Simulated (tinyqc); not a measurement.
Size effects in the resistivity of thin metal films and interconnect lines: one step, computed by the program tinyqc.

Electrons lose their drift at surfaces (a share 1 - p of the hits) and at grain boundaries (reflection R), besides bulk scattering.

Problem. Resistivity of the film. Both together (Mayadas-Shatzkes film): rho_b/rho = (rho_b/rho of the grains alone) - (6/(pi kappa))(1 - p) int_0^(pi/2) dphi int_0^1 ds (cos^2 phi/H^2)(s - s^3)(1 - exp(-kappa H/s))/(1 - p exp(-kappa H/s)), H = 1 + alpha/(cos phi sqrt(1 - s^2)), 40 x 80 Gauss-Legendre points. Sheet resistance rho/h; additive estimate rho_b (f_surface + f_grain - 1).

Inputs (values chosen for the exercise, modelled on iridium): bulk resistivity rho_b = 5.35 microohm cm; specularity p = 0.57; film thickness h = 7.7 nm.

Geometry: film.

rho/rho_b from grains = 1.410254

alpha = 0.2885686

kappa = h/lambda = 1.142433

rho/rho_b from surfaces = 1.152871

Give: resistivity rho; sheet resistance; additive estimate; error of the additive estimate.

Solution.

resistivity rho = 8.317 microohm cm

sheet resistance = 10.80 ohm

additive estimate = 8.363 microohm cm

error of the additive estimate = 0.5438 %

Adding the two excesses (Matthiessen's rule) is 0.5 % high.
